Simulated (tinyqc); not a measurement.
# Electron density from the filling shift

Question. At zero temperature the Burstein-Moss shift of one parabolic valley is (C/me + C/mh) kF^2 with kF = (3 pi^2 n)^(1/3), C = hbar^2/(2 m0). Find kF and n.

Inputs (values chosen for the exercise):

| symbol | value | unit | meaning |
|---|---|---|---|
| me | 0.0788 | m0 | electron mass |
| mh | 0.608 | m0 | hole mass |

Constants: q = 1.602176634e-19 C, hbar = 1.054571817e-34 J s, m0 = 9.1093837015e-31 kg, hbar^2/(2 m0) = 0.0380998212 eV nm^2. Results are converted to the units shown.

filling shift = 458.76082 meV

Answer. The shift gives kF^2, and n = kF^3/(3 pi^2).

kF = 0.9165 1/nm
n = 2.600e19 cm^-3

Computed by the program tinyqc: `OMP_NUM_THREADS=1 python tinyqc.py 2330107 2330108 out.jsonl`, one thread of a shared Intel Xeon 2.30GHz, about 0.01 s for the whole run.
